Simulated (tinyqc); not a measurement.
Inside a calculation. Model: quantum-well laser, gain and threshold.

tinyqc, about 0.01 s, one thread, Intel Xeon 2.30GHz (shared host): `OMP_NUM_THREADS=1 python tinyqc.py 2840003 2840004 out.jsonl` Printed values are rounded.

One electron and one heavy-hole subband per well, parabolic, with equal sheet densities n of electrons and holes; k-conserving transitions, TE polarisation, no line broadening, so the gain starts as a step at E0 and peaks there. All wells are pumped alike.

Inputs (values chosen for the exercise); well values close to those of InGaAsP:

| symbol | value | unit | meaning |
|---|---|---|---|
| T | 300 | K | temperature |
| E0 | 0.844 | eV | lowest transition energy |
| me | 0.0464 | m0 | in-plane electron mass |
| mh | 0.286 | m0 | in-plane hole mass |
| Ep | 22.6 | eV | Kane energy |
| nr | 3.29 |  | refractive index |
| Lw | 4 | nm | well width |
| Nw | 1 |  | number of wells |
| Gw | 0.029 |  | optical confinement per well |
| ai | 6 | 1/cm | internal loss |
| Lc | 250 | um | cavity length |
| R1 | 0.3 |  | front reflectance |
| R2 | 0.9 |  | back reflectance |
| A | 1.6e8 | 1/s | defect recombination coefficient |
| B | 5.5e-5 | cm^2/s | radiative coefficient per well |
| C | 1.8e-16 | cm^4/s | Auger coefficient per well |
| eta | 0.92 |  | injection efficiency |
| Wd | 10 | um | stripe width |

Constants: q = 1.602176634e-19 C, kB = 1.380649e-23 J/K, eps0 = 8.8541878128e-12 F/m, hbar = 1.054571817e-34 J s, m0 = 9.1093837015e-31 kg, c = 299792458 m/s, Vt = kB T/q. Results are converted to the units shown.

## Densities of states, saturated gain and threshold gain

Nc = me kB T/(pi hbar^2), Nv = mh kB T/(pi hbar^2), mr = me mh/(me + mh) in m0, g0(E) = q^2 Ep mr/(4 nr eps0 c hbar E Lw) (squared momentum element m0 Ep/4, joint density of states mr/(pi hbar^2 Lw) for both spins). Mirror loss am = ln(1/(R1 R2))/(2 Lc); threshold gain gth = (ai + am)/(Nw Gw).

Nc = 5.01083e11 cm^-2
Nv = 3.08857e12 cm^-2
mr = 0.0399230 m0
g0(E0) = 18622.9 1/cm
am = 26.1867 1/cm
gth = 1109.89 1/cm

## Iteration 1: threshold density by Newton steps

n at the start = 5.1e11 cm^-2

fe = 1 - exp(-n/Nc) and fh = 1 - exp(-n/Nv) are the fillings of the two band edges; f = g0 (fe + fh - 1) - gth; f' = g0 [(1 - fe)/Nc + (1 - fh)/Nv]; n(new) = n - f/f'.

fe = 0.638610
fh = 0.152212
f = -5005.40 1/cm
f' = 1.85431e-8 cm
n after iteration 1 = 7.79934e11 cm^-2

## Iteration 2: threshold density by Newton steps

As before.

fe = 0.789127
fh = 0.223161
f = -881.049 1/cm
f' = 1.25213e-8 cm
n after iteration 2 = 8.50298e11 cm^-2

## Course of the iteration: threshold density by Newton steps

Stop when n changes by less than 1000 cm^-2, or after 30 iterations. n must stay positive.

Course of the iteration:
```
iteration,n (cm^-2),|change| (cm^-2)
1,7.79934e11,2.70e11
2,8.50298e11,7.04e10
3,8.53871e11,3.57e9
4,8.53879e11,8.47e6
5,8.53879e11,47.4
```

Converged in 5 iterations. At the end the number of correct digits about doubles with each step.

## Quasi-Fermi levels and threshold current

nth = 8.53879e11 cm^-2

Fc = Vt ln(exp(n/Nc) - 1) above the electron subband edge, Fv = Vt ln(exp(n/Nv) - 1) below the hole subband edge; gain extends from E0 to E0 + Fc + Fv. Jth = q Nw (A n + B n^2 + C n^3)/eta at n = nth, Ith = Jth Wd Lc; differential efficiency of both facets eta am/(ai + am).

Fc = 0.0388620 eV
Fv = -0.0295814 eV
width of the gain band = 0.00928059 eV
Jth = 50.2918 A/cm^2
Ith = 1.25729 mA
differential efficiency = 0.748500

The electrons are degenerate and the holes not degenerate at the band edge. Defect, radiative and Auger recombination carry 47, 14 and 39 % of the threshold current. Transparency (g = 0) needs n = 7.62e11 cm^-2.

## Gain spectrum at threshold

```
point,E - E0 (eV)
0,0
1,0.002
2,0.004
3,0.006
4,0.008
5,0.01
6,0.012
7,0.014
```

At photon energy E: fe = 1/(1 + exp(((mr/me)(E - E0) - Fc)/Vt)), fh = 1/(1 + exp(((mr/mh)(E - E0) - Fv)/Vt)), g = g0(E0)(E0/E)(fe + fh - 1).

```
point,fe,fh,g (1/cm)
0,0.818058,0.241539,1109.89
1,0.807941,0.239566,882.63
2,0.797399,0.237605,648.80
3,0.786433,0.235654,408.41
4,0.775040,0.233714,161.50
5,0.763222,0.231786,-91.88
6,0.750983,0.229869,-351.60
7,0.738328,0.227962,-617.52
```

The gain turns into absorption at E - E0 = Fc + Fv = 0.00928 eV (Bernard-Duraffourg condition), inside the listed range.
